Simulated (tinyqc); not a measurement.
Which pair of peaks is best: composition and strain of an epitaxial Si(1-x)Ge(x) layer from Raman and X-ray peaks. Computed by tinyqc, a small Python program. Command: `OMP_NUM_THREADS=1 python tinyqc.py 3003283 3003284 out.jsonl epiraman walk`. One thread of a shared host (Intel(R) Xeon(R) Processor @ 2.30GHz), about 0.01 s of CPU time with the checks.

A (001) layer, biaxially strained in the plane. The Raman peaks follow empirical lines omega = w0 + c1 x + c3 x^3 + b eps (c3 for Si-Ge alone), with eps the in-plane strain.

Inputs (values chosen for the exercise, modelled on silicon-germanium): Ge fraction x = 0.46; Si-Si: c1 = -69.1 1/cm; Si-Si: strain coefficient b = -770 1/cm; Si-Ge: c1 = 24.1 1/cm; Si-Ge: c3 = -34.2 1/cm; Si-Ge: strain coefficient b = -530 1/cm; Ge-Ge: c1 = 19.5 1/cm; Ge-Ge: strain coefficient b = -448 1/cm; uncertainty of a Raman peak = 0.05 1/cm.

Substrate: silicon.

Method. For each pair invert J = [d omega/dx, d omega/d eps] at the true x. Independent errors of the given size in both peaks give sigma_x and sigma_eps = uncertainty x (norm of the rows of the inverse of J).

Error propagation:
```
pair               det J     sigma_x  sigma_eps (per mille)
Si-Si and Si-Ge   38.463   0.0012152               0.089880
Si-Si and Ge-Ge  45.9718  9.6890e-04               0.078090
Si-Ge and Ge-Ge   9.2644   0.0037454                0.10603
```

The pair Si-Si and Ge-Ge fixes x best (sigma_x = 9.7e-4) and Si-Ge and Ge-Ge worst (0.0037), a factor 3.9. Strain moves all peaks the same way, so a good pair needs different ratios of composition slope to strain coefficient, best of opposite sign; the slopes here are -69.1, 2.4 and 19.5 per cm for Si-Si, Si-Ge and Ge-Ge. Errors in the coefficients themselves are not counted.

Extremes, crossings and ranges named in words are read from the listed rows.
